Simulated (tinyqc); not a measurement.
# Ellipsometry and reflectance of a transparent film on an absorbing substrate, step by step

Numbers from tinyqc (`OMP_NUM_THREADS=1 python tinyqc.py 2870142 2870143 out.jsonl`; about 0.01 s on one thread of a shared Intel Xeon 2.30GHz). Printed values are rounded.

Air (index 1), film, substrate with N2 = n2 - i k2; time factor exp(+i w t). q_j = sqrt(N_j^2 - sin^2 th), root with positive real part. Fresnel coefficients r_s = (q_a - q_b)/(q_a + q_b), r_p = (N_b^2 q_a - N_a^2 q_b)/(N_b^2 q_a + N_a^2 q_b). tan(Psi) exp(i Delta) = R_p/R_s, Delta taken from 0 to 360 degrees.

Values chosen for this exercise; indices close to those of hafnium oxide on silicon: wavelength lam = 800 nm; angle of incidence th = 70 degrees; index of the transparent film n1 = 2.034; film thickness d = 7.9 nm; index of the substrate n2 = 3.692; extinction coefficient of the substrate k2 = 0.0065.

## Interface coefficients and thickness period

q0, q1, q2 and the coefficients r01 and r12 for p and s; the results repeat in d with the period lam/(2 q1).

q0 = 0.342020
q1 = 1.80392
q2 = 3.57041-0.00672i
r01,p = -0.120827
r01,s = -0.681240
r12,p = 0.249431-0.000768i
r12,s = -0.328691+0.000840i
period = 221.739 nm

## Psi, Delta and reflectances

beta = 2 pi d q1/lam, X = exp(-2 i beta), R = (r01 + r12 X)/(1 + r01 r12 X) for p and s.

beta = 0.111927 rad
X = 0.975049-0.221989i
R_p = 0.125497-0.058695i
R_s = -0.823246+0.026600i
Psi = 9.54795 degrees
Delta = 156.785 degrees
|R_p|^2 = 0.0191946
|R_s|^2 = 0.678441

The bare substrate gives Psi = 9.129 and Delta = 179.67 degrees.
